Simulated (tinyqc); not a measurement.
k.p theory built from an empirical-pseudopotential calculation at Gamma, step by step. Values are carried at full precision from step to step, so a last printed digit may differ when a step is redone from the rounded ones.

Empirical pseudopotential on the fcc lattice, atoms at +/- tau, tau = a (1,1,1)/8, no spin-orbit coupling. H(G,G') = c (2 pi/a)^2 |k + G|^2 delta + VS(q) cos(q.tau) + i VA(q) sin(q.tau), q = G - G', c = hbar^2/2m0; k and G in units of 2 pi/a; VS at |q|^2 = 3, 8, 11 and VA at 3, 4, 11, in rydberg, zero elsewhere. The basis is fixed: all 59 G with |G|^2 up to Gcut. Energies are counted from the fourth level at Gamma.

Constants: hbar^2/2m0 = 3.80998211 eV angstrom^2; Ry = 13.60569312 eV.

Parameters, chosen for this exercise (near those of GaSb; shifted at random, so the results belong to these values and not to a real crystal):
- a = 6.116 angstrom (lattice constant)
- VS = (-0.218, -0, 0.049) Ry (symmetric form factors)
- VA = (0.062, 0.049, 0.011) Ry (antisymmetric form factors)
- Gcut = 12 (2 pi/a)^2 (largest |G|^2 of the fixed basis)

## Levels at Gamma

Diagonalise H at k = 0 and group equal levels.

Multiplets at Gamma:
```
multiplet  degeneracy    E (eV)
1                   1  -10.6927
2                   3    0.0000
3                   1    0.6877
4                   3    4.2705
5                   1    7.4249
6                   2    7.9860
7                   3   11.6636
8                   1   12.9286
9                   3   23.7182
```

The lowest empty multiplet is a singlet at 0.688 eV; the lowest empty singlet (s-like) is multiplet 3.

## Mass of the s-like conduction level (multiplet 3)

For a multiplet A of d_A states, W(B) = (4 c/(3 d_A)) sum over n in A, m in B and i = x, y, z of |<n|G_i|m>|^2 (G in 1/angstrom, <n|G_i|m> = sum_G c_n(G)* G_i c_m(G)); the mean inverse mass of A is 1 + sum_B W(B)/(E_A - E_B). Multiplets with W = 0 are left out.

List the couplings (the first eight at most); W to the valence triplet is the Kane energy Ep.

Couplings:
```
multiplet B  degeneracy  E_B (eV)   W (eV)  W/(E_A - E_B)
2                     3    0.0000  15.0501        21.8850
4                     3    4.2705   0.0760        -0.0212
7                     3   11.6636   0.2281        -0.0208
10                    3   23.8807   0.4225        -0.0182
12                    3   24.1820   0.1965        -0.0084
15                    3   36.0347   0.0305        -0.0009
16                    3   36.4653   0.0029        -0.0001
20                    3   37.1820   0.0111        -0.0003
```

sum over the higher multiplets = -0.0012
1/m = 22.8140

Ep = 15.05 eV. The valence triplet gives 21.89, all other levels together -0.07; m = 0.0438, against 0.0437 for two levels alone.

## Valence parameters

Fold all other levels onto the valence triplet: D(u) = c + 4 c^2 sum_m <n|u.G|m><m|u.G|n'>/(0 - E_m), in units of c. Along [100] its eigenvalues are L (once) and M (twice); along [111] (L + 2M + 2N)/3 (once) and (L + 2M - N)/3 (twice). Then g1 = -(L + 2M)/3, g2 = -(L - M)/6, g3 = -N/6.

eigenvalues along [100]: -22.269  -1.811  -1.811

eigenvalues along [111]: -24.341  -0.776  -0.776

L, M, N: -22.269  -1.811  -23.565

g1, g2, g3: 8.631  3.410  3.928

With spin-orbit coupling added at fixed g1, g2, g3 and large against the hole energy these give heavy and light masses along [100] of 0.552 and 0.065. The s-like level alone adds Ep/(3E) = 7.30 to g1. Local form factors fix Ep and the gap only roughly, so these values can lie far from measured ones.

## Checks

- 1/m of the s-like level from the sum against the curvature of the band: both 22.81.
- L and M against the curvatures along [100]: largest relative difference 5.4e-06.

(tinyqc, `OMP_NUM_THREADS=1 python tinyqc.py 1081597 1081598 out.jsonl`, Intel(R) Xeon(R) Processor @ 2.30GHz, 1 thread, shared host, about 0.3 s.)
